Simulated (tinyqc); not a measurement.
Plane-wave Kohn-Sham cycle with exchange-only LDA in a layered model solid, step by step. One step of it, computed by the program tinyqc.

Problem. Iteration 1: potential. V_H(G) = 4 pi rho(G)/G^2 for G != 0 (uniform background); v_x = -(3 rho/pi)^(1/3); V = V_ext + V_H + v_x; Fourier components f(G_m) = (1/N) sum_j f(x_j) exp(-i G_m x_j).

A solid whose potential varies along x alone (atomic units):
```
parameter                      value
period a                    6.300000
cross-section of the cell  18.000000
electrons per cell                 4
grid points                       16
plane waves -n..n, n               3
k points                           1
V1 in V1 cos(2 pi x/a)     -0.180000
V2 in V2 cos(4 pi x/a)     -0.090000
```

density at the start, on the grid x_j = j a/N (e/bohr^3): 0.03527337  0.03527337  0.03527337  0.03527337  0.03527337  0.03527337  0.03527337  0.03527337  0.03527337  0.03527337  0.03527337  0.03527337  0.03527337  0.03527337  0.03527337  0.03527337

Give: Potentials on the grid; V(G_m), m = 0, 1, 2, ....

Solution.

Potentials on the grid (hartree):
```
x       V_ext    V_H     v_x       V
0.000  -0.270  0.000  -0.323  -0.593
0.394  -0.230  0.000  -0.323  -0.553
0.787  -0.127  0.000  -0.323  -0.450
1.181  -0.005  0.000  -0.323  -0.328
1.575   0.090  0.000  -0.323  -0.233
1.969   0.133  0.000  -0.323  -0.190
2.362   0.127  0.000  -0.323  -0.196
2.756   0.103  0.000  -0.323  -0.220
3.150   0.090  0.000  -0.323  -0.233
3.544   0.103  0.000  -0.323  -0.220
3.938   0.127  0.000  -0.323  -0.196
4.331   0.133  0.000  -0.323  -0.190
4.725   0.090  0.000  -0.323  -0.233
5.119  -0.005  0.000  -0.323  -0.328
5.513  -0.127  0.000  -0.323  -0.450
5.906  -0.230  0.000  -0.323  -0.553
```

V(G_m), m = 0, 1, 2, ... (hartree): -0.323  -0.090  -0.045  0.000  0.000  0.000  0.000
